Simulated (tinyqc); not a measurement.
Inputs raised by 10 %, one at a time: donor or exciton in a quantum well (variational effective-mass method). Computed by tinyqc, a small Python program. Command: `OMP_NUM_THREADS=1 python tinyqc.py 3010703 3010704 out.jsonl welldonor sens`. One thread of a shared host (Intel(R) Xeon(R) Processor @ 2.30GHz), about 0.07 s of CPU time with the checks.

Electron and hole in their lowest subbands f(z) = cos(pi z/L); relative in-plane motion exp(-rho/lambda) (separable trial function), H = -nabla_rho^2 - 2/sqrt(rho^2 + (z_e - z_h)^2) in effective units. Mass and screening are the same in well and barrier; l = L/a* is the width in effective units. Bands are flat: no polarisation or applied field.

Inputs (values chosen for the exercise, for a model semiconductor):

| quantity | value | unit |
|---|---|---|
| electron mass m | 0.108 | m_0 |
| dielectric constant eps | 11.6 | - |
| well width L | 9.5 | nm |
| in-plane hole mass m_h | 0.271 | m_0 |

Centre: exciton. Barriers: infinite.

Constants: Ry = 13.605693123 eV; a_0 = 0.529177210903 angstrom.

Method:
- mu = m m_h/(m + m_h) takes the place of m; Ry* = Ry m/eps^2, a* = a_0 eps/m; l = L/a*.
- k = pi/l; f = cos(k z) inside and zero outside.
- Binding E_b(lambda) = -1/lambda^2 + (8/lambda^2) int_0^l P(z) g(z) dz, with P(z) = (2/l) [(1 - z/l)(1 + cos(2 pi z/l)/2) + (3/(4 pi)) sin(2 pi z/l)] the distribution of |z_e - z_h| and g(z) = int_z^infinity exp(-2 sqrt(r^2 - z^2)/lambda) dr = int_0^infinity exp(-2 rho/lambda) rho/sqrt(rho^2 + z^2) d rho; 40 Gauss-Legendre points in z and 40 in t with rho = lambda t/(1 - t).
- Golden-section search for the maximum over lambda from 0.3 to 4, 40 steps.

Runs:

| input moved | from | to | binding energy (meV) | radius lambda a* (nm) | binding in Ry* |
|---|---|---|---|---|---|
| base run | - | - | 15.063 | 7.3558 | 1.9291 |
| electron mass m (m_0) | 0.108 | 0.1188 | 15.684 | 7.0206 | 1.8780 |
| dielectric constant eps | 11.6 | 12.76 | 12.918 | 7.8634 | 2.0019 |
| well width L (nm) | 9.5 | 10.45 | 14.498 | 7.5744 | 1.8568 |
| in-plane hole mass m_h (m_0) | 0.271 | 0.2981 | 15.304 | 7.2227 | 1.9091 |

Exponents ln(y'/y) / ln(x'/x):

| input | binding energy | radius lambda a* | binding in Ry* |
|---|---|---|---|
| electron mass m | 0.424 | -0.489 | -0.281 |
| dielectric constant eps | -1.611 | 0.700 | 0.389 |
| well width L | -0.401 | 0.307 | -0.401 |
| in-plane hole mass m_h | 0.166 | -0.192 | -0.109 |

Among the inputs moved here: binding energy answers most in size to dielectric constant eps (exponent -1.611), next to electron mass m (+0.424). Radius lambda a* answers most in size to dielectric constant eps (exponent +0.700), next to electron mass m (-0.489). Binding in Ry* answers most in size to well width L (exponent -0.401), next to dielectric constant eps (+0.389).

Extremes, crossings and ranges named in words are read from the listed rows.
